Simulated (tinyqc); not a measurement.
Inside a calculation. Model: electron-beam lithography: double-Gaussian proximity function, edge placement and dose correction for parallel lines. Computed by tinyqc, a small Python program that keeps every step. Command: `OMP_NUM_THREADS=1 python tinyqc.py 3112116 3112117 out.jsonl proximity walk`. One thread of a shared host (Intel(R) Xeon(R) Processor @ 2.30GHz), about 0.01 s of CPU time with the checks. Intermediate numbers are printed to about 5 digits and carried at full precision; extremes and crossings named in words are read from the listed rows.

Lines are infinitely long. Absorbed energy is counted so that the middle of a very large area written at dose 1 receives 1; the resist develops where it exceeds 1/2.

Inputs (values chosen for the exercise, of the order of those for 30 keV electrons in resist on silicon):
```
quantity                              value               unit
forward range alpha                   0.019         micrometre
backscatter range beta                  4.8         micrometre
backscatter ratio eta                  0.71                  -
base dose D0                             75  microcoulomb/cm^2
beam current                            1.3                 nA
pixel size                                2                 nm
width of the test line                 0.13         micrometre
pattern density around the test line   0.36                  -
```

line widths (micrometre): 0.039  0.038  0.78  0.11  0.056

gaps between the lines (micrometre): 2.4  0.88  0.99  0.13

Constants: e = 1.602176634e-19 C.

## Layout

The first line starts at x = 0; each next one starts after the width and the gap.

Lines (micrometre):
```
line  left edge  right edge  centre
1         0.000       0.039  0.0195
2         2.439       2.477  2.4580
3         3.357       4.137  3.7470
4         5.127       5.237  5.1820
5         5.367       5.423  5.3950
```

## Interaction matrix

f(r) = [exp(-r^2/alpha^2)/alpha^2 + eta exp(-r^2/beta^2)/beta^2]/(pi (1 + eta)). A line from a to b at dose d gives E(x) = d [S(alpha) + eta S(beta)]/(1 + eta), S(s) = [erf((b - x)/s) - erf((a - x)/s)]/2. M_ij is the mean of E at the two edges of line i from line j at dose 1.

M:
```
         1        2        3        4        5
1  0.29322  0.00143  0.02084  0.00169  0.00078
2  0.00147  0.29288  0.03535  0.00389  0.00188
3  0.00104  0.00172  0.33013  0.00488  0.00242
4  0.00060  0.00134  0.03475  0.29777  0.00273
5  0.00054  0.00128  0.03378  0.00536  0.29512
```

## Dose correction

Uncorrected edge energies are M 1. Solve M d = 1/2 for the doses d that put the mean edge energy of every line at the threshold.

edge energies at dose 1: 1 0.31796, 2 0.33548, 3 0.34019, 4 0.33718, 5 0.33607

corrected doses: 1 1.5810, 2 1.4926, 3 1.4689, 4 1.4842, 5 1.4898

largest over smallest dose = 1.0763

Line 1 needs the most and line 3 the least; a narrow isolated line much wider than alpha would need 1 + eta = 1.71.

## Printed widths

Edges are the roots of E(x) = 1/2 between a line centre and the middle of the next gap. Three cases: dose 1 everywhere; one common dose equal to the mean of d; the corrected doses.

Width error, printed less drawn (nm):
```
line  drawn width (nm)   dose 1  mean dose  corrected
1                   39  -26.367    -1.7150   7.00e-06
2                   38  -22.913     0.3376   3.00e-06
3                  780  -20.142     0.8746          0
4                  110  -20.606     0.5279   8.00e-06
5                   56  -20.807     0.4005   5.00e-06
```

With the common mean dose the errors span 2.6 nm. With corrected doses the largest error is below 0.01 nm.

## Dose to size and latitude

A test line of width w << beta in surroundings of density rho, all at dose d: near its edge E(x) = d [S + eta rho]/(1 + eta), S = [erf((b - x)/alpha) - erf((a - x)/alpha)]/2 for edges a and b, the second term being the background energy. Dose to size d_s = (1 + eta)/(erf(w/alpha) + 2 eta rho), dose = d_s D0; edge slope d [1 - exp(-w^2/alpha^2)]/(sqrt(pi) alpha (1 + eta)); width change per 1 % of dose = 2 x 0.01 x (1/2)/slope.

dose to size d_s = 1.1316

dose = 84.866 microcoulomb/cm^2

edge slope = 0.019649 1/nm

width change per 1 % of dose = 0.50892 nm

background energy = 0.16914

The background supplies 34 % of the threshold.

## Shot noise and writing time

With dose = d_s D0: electrons per pixel N = dose x pixel area/e; relative noise 1/sqrt(N); time per cm^2 of pattern area = dose x density/current; pixel rate = current/(dose x pixel area).

electrons per pixel = 21.188

shot noise = 21.725 %

writing time per cm^2 = 6.5282 h

pixel rate = 382.96 MHz

Checks made by the program: corrected edge energies (relative difference below 1e-10).
